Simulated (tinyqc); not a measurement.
Deep-level transient spectroscopy (DLTS) of one majority-carrier trap: one step, computed by the program tinyqc. Command: `OMP_NUM_THREADS=1 python tinyqc.py 3028468 3028469 out.jsonl dlts walk`. One thread of a shared host (Intel(R) Xeon(R) Processor @ 2.30GHz), about 0.06 s of CPU time with the checks.

A filling pulse loads the traps in a one-sided junction; under reverse bias they empty at the rate e, and the capacitance relaxes as C(t) = C_0 - dC exp(-e t). The signal is S = [C(t_2) - C(t_1)]/dC.

Problem. Signal size and trap density. W = sqrt(2 eps eps_0 (V_b + V_r)/(e N)), C_0 = eps eps_0 area/W. The pulse goes to zero bias, W_0 = W(V_r = 0). Traps within lambda = sqrt(2 eps eps_0 (E_t - E_F)/(e^2 N)) of the depletion edge stay filled, with E_F = k_B T_p ln(N_b/N) from the band, N_b = 2 M (2 pi m k_B T_p/h^2)^(3/2) (dopants taken as fully ionised). dC = C_0 (N_t/2N) f, f = [(W - lambda)^2 - max(W_0 - lambda, 0)^2]/W^2. The simple estimate is 2 N dC/C_0.

Inputs (values chosen for the exercise, with mass and screening modelled on CdTe): density-of-states mass m = 0.0946 m_0; valleys M = 1; trap depth E_t = 0.194 eV; temperature T = 89 K; doping N = 1.7e+16 cm^-3; trap density N_t = 5.4e+14 cm^-3; dielectric constant eps = 9.91; built-in voltage V_b = 1.1 V; reverse bias V_r = 3.2 V; diode area = 0.0069 cm^2.

Carriers: electrons. Extra term: none.

peak temperature T_p = 152.2984 K

Constants: eps_0 = 8.8541878128e-12 F/m; e = 1.602176634e-19 C; k_B = 8.617333262e-05 eV/K; m_0 = 9.1093837015e-31 kg; k_B = 1.380649e-23 J/K; h = 6.62607015e-34 J s.

Give: depletion width W; C_0; lambda; f; transient amplitude dC; simple estimate of N_t.

Solution.

depletion width W = 0.5264 micrometre

C_0 = 115.0 pF

lambda = 0.1009 micrometre

f = 0.5547

transient amplitude dC = 1013 fF

simple estimate of N_t = 2.995e+14 cm^-3

The simple estimate finds 55 % of the traps.
